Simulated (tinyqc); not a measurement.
Inside a calculation. Method: exchange-only LDA atom on a uniform radial grid, spin-unpolarised, for Be. Computed by tinyqc, a small Python program that keeps every step. Settings: Z = 4, points = 64, R = 9.5, functional = Slater exchange alone, mixing = 1.0, iteration cap = 69. Command: `OMP_NUM_THREADS=1 python tinyqc.py 22915 22916 out.jsonl` (the two numbers bound the seeds that draw the settings). One thread of a shared host (Intel(R) Xeon(R) Processor @ 2.60GHz), about 0.03 s of CPU time with the checks. Later iterations appear only in the table of the cycle.

## Iteration 1

Spherical atom on a uniform radial grid r_j = j h with h = R/(N + 1), h sum u^2 = 1 and integrals as h times sums, u(0) = u(R) = 0 (atomic units):
```
parameter,value
Z,4
points N,64
R,9.500000
h,0.146154
mixing,1.000000
electrons in 1s,2
electrons in 2s,2
```

Three-point differences turn -u''/2 + [l(l+1)/2r^2 - Z/r + V] u = e u into a tridiagonal matrix (diagonal 1/h^2 + potential, off-diagonal -1/2h^2). D = sum f u^2; the Hartree potential y/r solves y'' = -D/r with y(0) = 0, y(R) = N_e; v_xc comes from rho = D/(4 pi r^2); E = sum f e - int D V + int D (V_H/2 + eps_xc); V(new) = V + mixing (V_H + v_xc - V).

eigenvalues (hartree): 1s -7.413070, 2s -1.959011

Every 4th grid point:
```
r,V in,u(1s),u(2s),D,V_H,v_xc
0.584615,0.000000,0.941705,-0.130267,1.807557,4.817516,-0.737968
1.169231,0.000000,0.204075,-0.837022,1.484504,3.044540,-0.435359
1.753846,0.000000,0.033169,-0.753631,1.138121,2.213291,-0.304081
2.338462,0.000000,0.004792,-0.467543,0.437239,1.699761,-0.182476
2.923077,0.000000,0.000649,-0.243795,0.118873,1.366841,-0.101872
3.507692,0.000000,0.000084,-0.114811,0.026363,1.140133,-0.054606
4.092308,0.000000,0.000011,-0.050552,0.005111,0.977415,-0.028518
4.676923,0.000000,1.32e-06,-0.021220,0.000901,0.855259,-0.014626
5.261538,0.000000,1.61e-07,-0.008595,0.000148,0.760233,-0.007402
5.846154,0.000000,1.94e-08,-0.003386,0.000023,0.684210,-0.003708
6.430769,0.000000,2.31e-09,-0.001305,3.40e-06,0.622010,-0.001842
7.015385,0.000000,2.73e-10,-0.000494,4.87e-07,0.570175,-0.000909
7.600000,0.000000,3.21e-11,-0.000184,6.75e-08,0.526316,-0.000446
8.184615,0.000000,0,-0.000067,8.97e-09,0.488722,-0.000217
8.769231,0.000000,0,-0.000023,1.03e-09,0.456140,-0.000101
9.353846,0.000000,0,-3.55e-06,2.52e-11,0.427632,-0.000028
```

total energy = -12.14824833 hartree

## Iteration 2

As before.

eigenvalues (hartree): 1s -2.481399, 2s -0.004046

Every 4th grid point:
```
r,V in,u(1s),u(2s),D,V_H,v_xc
0.584615,4.079548,1.011963,0.064013,2.056335,3.831972,-0.770380
1.169231,2.609181,0.367210,-0.230109,0.375587,2.358274,-0.275353
1.753846,1.909211,0.112485,-0.412678,0.365911,1.771428,-0.208314
2.338462,1.517284,0.032549,-0.492366,0.486966,1.447000,-0.189147
2.923077,1.264969,0.009170,-0.507469,0.515218,1.228307,-0.166095
3.507692,1.085527,0.002548,-0.487169,0.474681,1.065399,-0.143122
4.092308,0.948897,0.000702,-0.449322,0.403781,0.937703,-0.122365
4.676923,0.840634,0.000193,-0.403581,0.325755,0.834677,-0.104210
5.261538,0.752832,0.000053,-0.354730,0.251666,0.749983,-0.088400
5.846154,0.680503,0.000014,-0.304971,0.186015,0.679406,-0.074506
6.430769,0.620167,3.96e-06,-0.255241,0.130295,0.619952,-0.062095
7.015385,0.569266,1.08e-06,-0.205875,0.084769,0.569406,-0.050773
7.600000,0.525870,2.96e-07,-0.156942,0.049261,0.526085,-0.040168
8.184615,0.488505,8.07e-08,-0.108391,0.023497,0.488675,-0.029872
8.769231,0.456040,2.13e-08,-0.060123,0.007230,0.456136,-0.019260
9.353846,0.427604,2.89e-09,-0.012016,0.000289,0.427632,-0.006306
```

total energy = -12.98709281 hartree

## Convergence

Stop when input and output potentials agree to 1e-7.

Course of the cycle (hartree):
```
iteration,E,e(1s),e(2s),largest |V(out) - V(in)|
1,-12.14824833,-7.413070,-1.959011,6.50e+00
2,-12.98709281,-2.481399,-0.004046,1.87e+00
3,-13.09315074,-3.731232,-0.263943,6.92e-01
4,-13.10782729,-3.244943,-0.131375,2.50e-01
5,-13.10985601,-3.421428,-0.175969,9.30e-02
6,-13.11014480,-3.354941,-0.158296,3.48e-02
7,-13.11018564,-3.379855,-0.164875,1.31e-02
8,-13.11019143,-3.370473,-0.162377,4.91e-03
9,-13.11019225,-3.374004,-0.163316,1.85e-03
10,-13.11019237,-3.372674,-0.162962,6.96e-04
11,-13.11019239,-3.373175,-0.163096,2.62e-04
12,-13.11019239,-3.372986,-0.163045,9.87e-05
13,-13.11019239,-3.373057,-0.163064,3.72e-05
14,-13.11019239,-3.373031,-0.163057,1.40e-05
15,-13.11019239,-3.373041,-0.163060,5.27e-06
16,-13.11019239,-3.373037,-0.163059,1.98e-06
17,-13.11019239,-3.373038,-0.163059,7.47e-07
18,-13.11019239,-3.373038,-0.163059,2.81e-07
19,-13.11019239,-3.373038,-0.163059,1.06e-07
20,-13.11019239,-3.373038,-0.163059,3.99e-08
```

Converged in 20 iterations. A uniform grid resolves the cusp poorly: for a bare nucleus this grid gives 1s at -7.41307 against -Z^2/2 = -8 hartree. Before convergence this energy mixes input and output and is not variational, so it may rise towards its limit.
